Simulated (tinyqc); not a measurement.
Starting guesses with DIIS over 6 matrices: SCF starting guesses in the sto-3g basis, for BeH2, spin multiplicity 1. Computed by the program tinyqc with PySCF. RHF with one setting changed at a time; a run stops when the energy changes by less than 1e-09 hartree and the error matrix is below 1e-5. Starts: the lowest orbitals of the core Hamiltonian, of the Wolfsberg-Helmholz matrix (K = 1.75), projected atomic densities, random orbitals, and the highest orbitals of the core Hamiltonian (a deliberately bad start).

Geometry (angstrom):
```
atom       x        y       z
Be    0.0000   0.0000  0.0000
H     0.0000   1.2310  0.0000
H     0.0000  -1.2310  0.0000
```

lowest restricted solution found by these runs and by PySCF = -15.558126 hartree

Largest element of the error matrix X^T (FDS - SDF) X:
```
iteration     core  Wolfsberg-Helmholz  atomic densities   random  highest core orbitals
1          5.1e-01             1.2e-01           4.8e-01  3.7e+00                1.3e-01
2          5.9e-02             1.1e-02           9.5e-02  3.0e-01                3.9e-01
3          1.3e-03             6.8e-04           1.5e-02  6.5e-02                4.3e-01
4          2.0e-04             1.6e-05           4.5e-04  2.8e-02                3.0e-01
5          7.9e-06             2.8e-07           5.5e-06  3.6e-03                2.2e-01
6          3.6e-09                   -           8.6e-07  3.3e-04                1.5e-01
8                -                   -                 -  6.6e-06                1.9e-01
10               -                   -                 -        -                2.1e-02
```

How each run ends:
```
run                    iterations  E (hartree)         state
core                            6    -15.55813  lowest found
Wolfsberg-Helmholz              5    -15.55813  lowest found
atomic densities                6    -15.55813  lowest found
random                          9    -15.55813  lowest found
highest core orbitals          13    -15.55813  lowest found
```

What does the comparison show, and why?

5 of 5 runs reach the lowest restricted solution found, in 5 to 13 iterations (fastest: Wolfsberg-Helmholz). The first errors are 5e-01, 1e-01, 5e-01, 4e+00, 1e-01.
